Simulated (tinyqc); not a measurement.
Leakage currents through a thin dielectric: one step, computed by the program tinyqc.

Electrons leave an electrode with Fermi energy E_F above its band bottom; barriers are counted from the Fermi level, and both electrodes are alike.

Task: Transmission at the Fermi level. Field F = V/t; equivalent oxide thickness 3.9 t/k. WKB: a layer of mass m, field F and barrier b(x) = b_0 - e F x gives the exponent (4 sqrt(2 m)/(3 hbar e F)) [b_0^(3/2) - max(b_0 - e F t, 0)^(3/2)] for b_0 > 0; b_0 = barrier - (E - E_F); the transmission is D(E) = exp(-sum of exponents), without image force.

Inputs (values chosen for the exercise, modelled on a low-k dielectric):
```
quantity              value  unit
barrier height phi_B   2.32    eV
tunnelling mass m      0.57   m_0
thickness t             1.5    nm
voltage V              0.48     V
```

Stack: single layer.

Constants: m_0 = 9.1093837015e-31 kg; e = 1.602176634e-19 C; hbar = 1.054571817e-34 J s.

Give: exponent of the dielectric; transmission D(E_F).

Result:

exponent of the dielectric = 16.73

transmission D(E_F) = 5.446e-08
